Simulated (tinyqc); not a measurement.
From results back to parameters: six-band hole subbands of a thin body in a field. Four cases, with inputs chosen for the exercise.

Problem. Without spin-orbit coupling the masses along a normal n are the inverse eigenvalues of C(n n^T)/c: 1/(g1 - 2 g2) twice and 1/(g1 + 4 g2) on (001); 1/(g1 - 2 g3) twice and 1/(g1 + 4 g3) on (111); on (110) 1/(g1 + g2 - 3 g3), 1/(g1 - 2 g2) and 1/(g1 + g2 + 3 g3). Three masses were computed from hidden g1, g2, g3.

Case 1.

heavy and light mass on (001) (m0): 0.277008  0.176991

heavy mass on (111) = 0.719424 m0

Case 2.

heavy and light mass on (001) (m0): 0.279330  0.177936

heavy mass on (111) = 0.724638 m0

Case 3.

heavy and light mass on (001) (m0): 0.278552  0.177620

heavy mass on (111) = 0.729927 m0

Case 4.

heavy and light mass on (001) (m0): 0.206186  0.032884

heavy mass on (111) = 0.512821 m0

Find: g1, g2, g3; heaviest mass on (110).

Solution. The inverse masses on (001) differ by 6 g2, which gives g2 and g1; g3 = (g1 - 1/m(111))/2.

Case 1.

g1, g2, g3: 4.29  0.34  1.45

heaviest mass on (110) = 3.57 m0

Case 2.

g1, g2, g3: 4.26  0.34  1.44

heaviest mass on (110) = 3.57 m0

Case 3.

g1, g2, g3: 4.27  0.34  1.45

heaviest mass on (110) = 3.85 m0

Case 4.

g1, g2, g3: 13.37  4.26  5.71

heaviest mass on (110) = 2.00 m0

Computed by tinyqc, one run a case: `OMP_NUM_THREADS=1 python tinyqc.py N N+1 out.jsonl` with N = 1281031, 1281035, 1281040, 1281064; one thread of a shared Intel(R) Xeon(R) Processor @ 2.30GHz, about 0.6 s a run at most.
